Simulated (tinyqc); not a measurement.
Square on-chip spiral inductor, lumped pi model: two steps of the calculation.

Outer diameter do = di + 2 n wd + 2 (n - 1) sp, mean da = (do + di)/2, fill p = (do - di)/(do + di), length l = 4 n da. L = 2.34 mu0 n^2 da/(1 + 2.75 p), mu0 = 4 pi 1e-7 H/m. Rs = rho l/(wd delta (1 - exp(-th/delta))), delta = sqrt(rho/(pi f mu0)). Cs = n wd^2 eps0 eo/hu across the coil. At each end Cox = l wd eps0 eo/(2 ho) leads to the substrate branch Rsi = 2 rs he/(l wd) in parallel with Csi = l wd eps0 11.7/(2 he). With one end grounded Y = 1/(Rs + i w L) + i w Cs + 1/[1/(i w Cox) + 1/(1/Rsi + i w Csi)], w = 2 pi f; Q = -Im Y/Re Y. Eddy currents in neighbouring turns and in the substrate are left out.

Values chosen for this exercise; values of the order met in silicon radio-frequency processes:
```
symbol  value     unit                                     meaning
n         3.5                                      number of turns
wd          8       um                                  line width
sp          3       um                         space between turns
di        140       um                              inner diameter
th        3.4       um                             metal thickness
rho       2.2  uohm cm                           metal resistivity
ho        6.7       um                        oxide below the coil
hu        0.9       um            oxide between coil and underpass
eo        4.1                   relative permittivity of the oxide
rs       1000   ohm cm                       substrate resistivity
he         30       um  effective spreading depth in the substrate
f         2.7      GHz                                   frequency
```

Constants: eps0 = 8.8541878128e-12 F/m. Results are converted to the units shown.

Problem 1. Geometry and model elements. do, l, L, delta, Rs, Cs, Cox, Rsi and Csi as defined.

Wanted: do; l; L; delta; Rs; Cs; Cox; Rsi; Csi.

Solution 1.

do = 211.0 um
l = 2457 um
L = 4.062 nH
delta = 1.437 um
Rs = 5.190 ohm
Cs = 9.035 fF
Cox = 53.25 fF
Rsi = 3.053e4 ohm
Csi = 33.94 fF

Problem 2. Admittance, quality factor and apparent inductance. Series branch 1/(Rs + i w L), substrate branch, total Y, Q = -Im Y/Re Y, apparent inductance Im(1/Y)/w, metal-only value w L/Rs, share of the loss in the substrate Re(substrate branch)/Re Y.

L = 4.0621373 nH
Rs = 5.1899441 ohm
Cs = 9.0352068 fF
Cox = 53.250407 fF
Rsi = 30525.031 ohm
Csi = 33.937394 fF

Wanted: series branch; substrate branch; Y; Q; apparent inductance; w L/Rs; share of the loss in the substrate.

Solution 2.

series branch = 1.09-14.43i mS
substrate branch = 0.0122+0.3519i mS
Y = 1.10-13.92i mS
Q = 12.67
apparent inductance = 4.207 nH
w L/Rs = 13.28
share of the loss in the substrate = 1.111 %

Q is 95.4 % of the metal-only value.

Program tinyqc, `OMP_NUM_THREADS=1 python tinyqc.py 2302232 2302233 out.jsonl`; Intel Xeon 2.30GHz, shared host, one thread, about 0.01 s.
